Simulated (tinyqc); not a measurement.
# Energy and delay of logic against supply voltage: two studies

One expression serves below and above threshold: I(Vg) = Ik [ln(1 + exp((Vg - VT + dd V)/(al nf Vt)))]^al, with I_on = I(V) and I_off = I(0). Gate delay td = kd C V/I_on, clock period LD td. Per gate and cycle the switching energy is act C V^2 and the leakage energy I_off V LD td. No short-circuit current, no variation. Minima are sought above 0.09 V; below a few Vt gates no longer switch and the model has no meaning.

Values chosen for this exercise; values of the order met in logic technologies:
```
symbol,value,unit,meaning
T,330,K,temperature
VT,0.35,V,threshold voltage at zero drain bias
nf,1.28,,slope factor
dd,0.12,,barrier lowering per volt of supply
Ik,1.4,uA,specific current of a gate
al,1.32,,exponent of the current law
C,3.4,fF,load capacitance of a gate
kd,0.7,,delay factor
LD,30,,logic depth
act,0.3,,activity factor
```

Constants: q = 1.602176634e-19 C, kB = 1.380649e-23 J/K, Vt = kB T/q. Results are converted to the units shown.

Each table varies one quantity; the others keep the values above.

## Energy and delay against supply voltage

EDP = energy times td.

Results:

| V (V) | I_on (uA) | I_off (nA) | td (ps) | switching (aJ) | leakage (aJ) | energy (aJ) | EDP (fJ ps) |
|---|---|---|---|---|---|---|---|
| 0.15 | 0.0092940 | 0.15299 | 38412 | 22.950 | 26.444 | 49.394 | 1897.3 |
| 0.38 | 2.9567 | 0.32639 | 305.88 | 147.29 | 1.1381 | 148.43 | 45.401 |
| 0.5 | 9.8469 | 0.48458 | 120.85 | 255.00 | 0.87843 | 255.88 | 30.923 |
| 0.62 | 18.850 | 0.71935 | 78.282 | 392.09 | 1.0474 | 393.14 | 30.775 |
| 0.73 | 28.220 | 1.0331 | 61.566 | 543.56 | 1.3929 | 544.95 | 33.550 |
| 0.85 | 39.390 | 1.5330 | 51.358 | 736.95 | 2.0076 | 738.96 | 37.951 |
| 0.97 | 51.394 | 2.2739 | 44.920 | 959.72 | 2.9723 | 962.69 | 43.244 |
| 1.08 | 63.037 | 3.2626 | 40.776 | 1189.7 | 4.3104 | 1194.0 | 48.688 |
| 1.2 | 76.361 | 4.8347 | 37.401 | 1468.8 | 6.5096 | 1475.3 | 55.178 |

Estimate the missing row, V = 0.27 V.

Computed row:

| V (V) | I_on (uA) | I_off (nA) | td (ps) | switching (aJ) | leakage (aJ) | energy (aJ) | EDP (fJ ps) |
|---|---|---|---|---|---|---|---|
| 0.27 | 0.30571 | 0.22718 | 2102.0 | 74.358 | 3.8680 | 78.226 | 164.43 |

With this row back in the table: td falls from 38400 to 37.4 ps; the energy rises from 49.4 to 1480 aJ and the EDP goes from 1900 through a minimum of 30.8 (at V = 0.62 V among the rows listed) to 55.2 fJ ps. The exact minima lie at V = 0.161 V for the energy and 0.557 V for the EDP. Going from 1.2 V to the energy minimum saves a factor of 30.1 in energy and costs a factor of 782 in delay. Below the minimum the leakage energy rises faster than the switching energy falls, because the clock period grows so steeply.

## Optimum supplies against the threshold voltage at zero drain bias

Same model as above.

V_min minimises the energy and V_EDP the product of energy and td.

Result of one run:

| VT (V) | V_min (V) | energy at V_min (aJ) | leakage share (%) | clock at V_min (MHz) | V_EDP (V) | clock at V_EDP (GHz) |
|---|---|---|---|---|---|---|
| 0.5 | 0.1620 | 48.66 | 44.96 | 0.01915 | 0.7970 | 0.3938 |

What becomes of these results when the threshold voltage at zero drain bias VT is changed from 0.5 to 0.45 V, all else the same?

Result of the changed run:

| VT (V) | V_min (V) | energy at V_min (aJ) | leakage share (%) | clock at V_min (MHz) | V_EDP (V) | clock at V_EDP (GHz) |
|---|---|---|---|---|---|---|
| 0.45 | 0.1620 | 48.69 | 45.04 | 0.07540 | 0.7171 | 0.3805 |

The whole series:

| VT (V) | V_min (V) | energy at V_min (aJ) | leakage share (%) | clock at V_min (MHz) | V_EDP (V) | clock at V_EDP (GHz) |
|---|---|---|---|---|---|---|
| 0.25 | 0.1568 | 51.83 | 51.65 | 14.22 | 0.3990 | 0.3180 |
| 0.3 | 0.1601 | 49.80 | 47.47 | 4.227 | 0.4768 | 0.3331 |
| 0.35 | 0.1614 | 49.05 | 45.85 | 1.140 | 0.5568 | 0.3502 |
| 0.4 | 0.1618 | 48.79 | 45.25 | 0.2953 | 0.6370 | 0.3661 |
| 0.45 | 0.1620 | 48.69 | 45.04 | 0.07540 | 0.7171 | 0.3805 |
| 0.5 | 0.1620 | 48.66 | 44.96 | 0.01915 | 0.7970 | 0.3938 |
| 0.55 | 0.1621 | 48.65 | 44.93 | 0.004853 | 0.8768 | 0.4061 |

As VT goes from 0.25 to 0.55, V_min rises from 0.157 to 0.162 V, the energy there falls from 51.8 to 48.6 aJ, the clock there falls from 14.2 to 0.00485 MHz and V_EDP rises from 0.399 to 0.877 V. V_min lies below VT for VT = 0.25, 0.3, 0.35, 0.4, 0.45, 0.5, 0.55 V. As VT grows, I_on too becomes a subthreshold current, VT cancels more and more from the energy, and it mainly sets the clock.

Numbers from tinyqc (`OMP_NUM_THREADS=1 python tinyqc.py 2082174 2082175 out.jsonl`; about 0.01 s on one thread of a shared Intel Xeon 2.30GHz).
